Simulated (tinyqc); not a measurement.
Two-mode optical phonons of a ternary alloy from two coupled oscillators: one step, computed by the program tinyqc.

An alloy A(x)B(1-x)C has an A-C and a B-C bond oscillator. Each TO frequency moves linearly from the impurity mode (dilute end) to the TO of the pure crystal; each strength is proportional to the number of bonds.

Task: LO modes, coupled by the field. eps(omega) = eps_inf + W_1/(omega_1^2 - omega^2) + W_2/(omega_2^2 - omega^2) = 0 is the eigenproblem of the matrix [[omega_1^2 + W_1/eps_inf, sqrt(W_1 W_2)/eps_inf], [sqrt(W_1 W_2)/eps_inf, omega_2^2 + W_2/eps_inf]] for omega_LO^2. Uncoupled values keep the diagonal alone. eps_s = eps_inf + W_1/omega_1^2 + W_2/omega_2^2.

omega_1 (A-C, TO) = 387.52 1/cm

omega_2 (B-C, TO) = 314.24 1/cm

eps_inf = 9.4592

W_1 = 148361.3 1/cm^2

W_2 = 75147.66 1/cm^2

Give: matrix; lower LO mode; upper LO mode; uncoupled values; eps_s.

Result:

matrix (1/cm^2):
$$\begin{pmatrix}
1.659e+05 & 1.116e+04 \\
1.116e+04 & 1.067e+05
\end{pmatrix}$$

lower LO mode = 323.5 1/cm

upper LO mode = 409.7 1/cm

uncoupled values (1/cm): [326.6, 407.3]

eps_s = 11.21

The field pushes the upper mode up by 2.49 and the lower one down by 3.13 per cm; the lower LO stays between the two TO modes.
